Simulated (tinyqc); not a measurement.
# Film and buried-oxide thickness from two coupling ratios

Problem. In a depleted film -dVT/dVb is k1 = Cs Cbox/(Cox (Cs + Cbox)) for a front channel and k2 = Cbox (Cox + Cs)/(Cox Cs) for a back channel, with Cox = eps0 eox/tox, Cs = eps0 eps_r/ts, Cbox = 3.9 eps0/tb. Find ts and tb.

Values chosen for this exercise; band and dielectric values close to those of silicon:
- eps_r = 11.5 (relative permittivity)
- eox = 3.9 (relative permittivity of the gate insulator (close to silicon dioxide))
- tox = 0.93 nm (insulator thickness)

coupling ratios for a front and a back channel: [0.017071847, 0.065493311]

Solution. With y = Cox/Cs and z = Cox/Cbox, 1/k1 = y + z and k2 = (1 + y)/z, so y = (k2/k1 - 1)/(1 + k2); the thicknesses follow from y and z.

ts = 7.30 nm
tb = 52.0 nm

Numbers from tinyqc (`OMP_NUM_THREADS=1 python tinyqc.py 2190130 2190131 out.jsonl`; about 0.6 s on one thread of a shared Intel Xeon 2.30GHz).
